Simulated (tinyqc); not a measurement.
Inside a calculation. Model: electron mobility in a silicon inversion layer, empirical terms and Matthiessen rule.

tinyqc, about 0.01 s, one thread, Intel Xeon 2.30GHz (shared host): `OMP_NUM_THREADS=1 python tinyqc.py 2510106 2510107 out.jsonl` Printed values are rounded.

Inversion layer of sheet density Ns on a uniformly doped body, under a high-permittivity gate with an interlayer. The mobility terms are empirical power laws with prefactors chosen for the exercise; adding their inverses (Matthiessen) is itself an approximation.

Inputs (values chosen for the exercise); material values close to those of silicon:
- T = 400 K (temperature)
- Eg = 1.14 eV (band gap)
- eps_r = 11.5 (relative permittivity of the semiconductor)
- Nc = 4.39e19 cm^-3 (conduction-band density of states at T)
- Nv = 4.02e19 cm^-3 (valence-band density of states at T)
- Nb = 6.3e17 cm^-3 (body doping)
- Vsb = 0 V (reverse body bias)
- eta = 0.5 (weight of the inversion charge in the effective field)
- Cox = 1.01 uF/cm^2 (gate capacitance)
- Ap = 430 cm^2/(V s) (phonon-limited mobility at 1 MV/cm and 300 K)
- As = 1020 cm^2/(V s) (roughness-limited mobility at 1 MV/cm)
- gs = 2 (exponent of the roughness term)
- Ac = 3500 cm^2/(V s) (Coulomb prefactor)
- Nit = 1.1e12 cm^-2 (charge at the interface)
- Ar = 270 cm^2/(V s) (remote-phonon mobility without interlayer)
- ti = 0.9 nm (interlayer thickness)
- lr = 0.6 nm (decay length of remote phonons)
- Ns = 1.8e12 cm^-2 (inversion density)
- WL = 20 (ratio W/L)
- Vd = 0.05 V (drain voltage)
- I = 50.1 uA (measured linear current)

Constants: q = 1.602176634e-19 C, kB = 1.380649e-23 J/K, Vt = kB T/q, eps0 = 8.8541878128e-14 F/cm where lengths are in cm. Results are converted to the units shown.

## Depletion charge and effective field

ni = sqrt(Nc Nv) exp(-Eg/(2 Vt)), Eg in volts; Ndep = sqrt(2 eps0 eps_r Nb (2 Vt ln(Nb/ni) + Vsb)/q); E = q (Ndep + eta Ns)/(eps0 eps_r), in MV/cm.

ni = 2.764785e12 cm^-3
Ndep = 2.609642e12 cm^-2
E = 0.5522385 MV/cm

The depletion charge gives 74.4 % of the field.

## Mobility terms and their sum

With t = T/(300 K): muC = Ac (Ns/1e12 cm^-2) t/(Nb/1e17 cm^-3 + Nit/1e11 cm^-2), muP = Ap E^(-1/3) t^(-1.75), muS = As E^(-gs), muR = Ar exp(2 ti/lr)/t; 1/mu is the sum of the inverses.

terms (cm^2/(V s)): Coulomb 485.5491, phonon 316.7987, roughness 3344.620, remote phonon 4067.321
mu = 173.5824 cm^2/(V s)
shares of 1/mu (%): Coulomb 35.74971, phonon 54.79265, roughness 5.189900, remote phonon 4.267733

The phonon term limits most.

## Iteration 1: inversion density for the measured current

Ns at the start = 9e11 cm^-2

I = (W/L) q Ns mu Vd. E = q (Ndep + eta Ns)/(eps0 eps_r) in MV/cm. With t = T/(300 K): muC = Ac (Ns/1e12 cm^-2) t/(Nb/1e17 cm^-3 + Nit/1e11 cm^-2), muP = Ap E^(-1/3) t^(-1.75), muS = As E^(-gs), muR = Ar exp(2 ti/lr)/t; 1/mu is the sum of the inverses. Ns(new) = I/((W/L) q mu Vd).

E = 0.4814315 MV/cm
mu = 131.4476 cm^2/(V s)
Ns after iteration 1 = 2.378892e12 cm^-2

## Iteration 2: inversion density for the measured current

As before.

E = 0.5977825 MV/cm
mu = 185.3355 cm^2/(V s)
Ns after iteration 2 = 1.687208e12 cm^-2

## Course of the iteration: inversion density for the measured current

Stop when Ns changes by less than 1e5 cm^-2, or after 120 iterations.

Course of the iteration:
```
iteration   Ns (cm^-2)  |change| (cm^-2)
1          2.378892e12           1.48e12
2          1.687208e12           6.92e11
3          1.836204e12           1.49e11
4          1.791410e12           4.48e10
5          1.803904e12           1.25e10
6          1.800341e12            3.56e9
7          1.801351e12            1.01e9
8          1.801064e12            2.87e8
9          1.801145e12            8.14e7
10         1.801122e12            2.31e7
11         1.801129e12            6.56e6
12         1.801127e12            1.86e6
13         1.801127e12            5.28e5
14         1.801127e12            1.50e5
15         1.801127e12            4.25e4
```

Converged in 15 iterations. At the end each change is about 0.28 times the one before, with alternating sign: linear convergence.

## Split C-V extraction

```
point  Vg (V)  Cgc (uF/cm^2)       I (uA)
0         0.1    0.004701760  9.458047e-5
1         0.2     0.03331915  0.004849260
2         0.3      0.2012483    0.2021459
3         0.4      0.6512164     3.593001
4         0.5      0.9390701     17.14422
5         0.6      0.9996485     37.72982
6         0.7       1.008568     60.07787
7         0.8       1.009803     82.21473
8         0.9       1.009973     103.4880
9           1       1.009996     123.6685
10        1.1       1.009999     142.6862
11        1.2       1.010000     160.5399
12        1.3       1.010000     177.2597
```

Q(Vg) is the trapezoid sum of Cgc from the first point (where Q is taken as 0); mu_eff = I/((W/L) Q Vd); mu_FE = (dI/dVg)/((W/L) Cox Vd) with a backward difference. Listed from point 4 on.

```
point  Q (uC/cm^2)  mu_eff (cm^2/(V s))  mu_FE (cm^2/(V s))
4        0.1357670             126.2768            134.1705
5        0.2327029             162.1373            203.8178
6        0.3331137             180.3524            221.2679
7        0.4340323             189.4208            219.1768
8        0.5350211             193.4279            210.6266
9        0.6360196             194.4413            199.8066
10       0.7370194             193.5990            188.2943
11       0.8380194             191.5706            176.7693
12       0.9390194             188.7711            165.5428
```

At the last point mu_FE is 12 % below mu_eff: where the mobility falls with gate voltage the slope of I understates it.
